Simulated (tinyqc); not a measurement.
ROHF in the 6-31g basis, for H4, spin multiplicity 3, step by step. One step of it, computed by the program tinyqc.

Question. Orthogonalisation. S = U s U^T; symmetric (Loewdin) form X = U s^(-1/2) U^T, so that X^T S X = 1.

overlap S, lower triangle:
```
          1H 1s     1H 2s     2H 1s     2H 2s     3H 1s     3H 2s     4H 1s     4H 2s
1H 1s  1.000000
1H 2s  0.658292  1.000000
2H 1s  0.297381  0.436737  1.000000
2H 2s  0.436737  0.777441  0.658292  1.000000
3H 1s  0.022102  0.160348  0.007971  0.106562  1.000000
3H 2s  0.160348  0.419856  0.106562  0.326413  0.658292  1.000000
4H 1s  0.007971  0.106562  0.022102  0.160348  0.297381  0.436737  1.000000
4H 2s  0.106562  0.326413  0.160348  0.419856  0.436737  0.777441  0.658292  1.000000
```

Give: eigenvalues of S; X.

Answer.

eigenvalues of S: 0.0827  0.1758  0.3127  0.4381  0.7349  0.8569  1.9857  3.4131

X, lower triangle:
```
         1H 1s    1H 2s    2H 1s    2H 2s    3H 1s    3H 2s    4H 1s   4H 2s
1H 1s   1.2684
1H 2s  -0.5249   1.8965
2H 1s  -0.0715   0.0361   1.2684
2H 2s   0.0361  -0.8184  -0.5249   1.8965
3H 1s   0.0165   0.0393   0.0077   0.0057   1.2684
3H 2s   0.0393  -0.4228   0.0057   0.1759  -0.5249   1.8965
4H 1s   0.0077   0.0057   0.0165   0.0393  -0.0715   0.0361   1.2684
4H 2s   0.0057   0.1759   0.0393  -0.4228   0.0361  -0.8184  -0.5249  1.8965
```
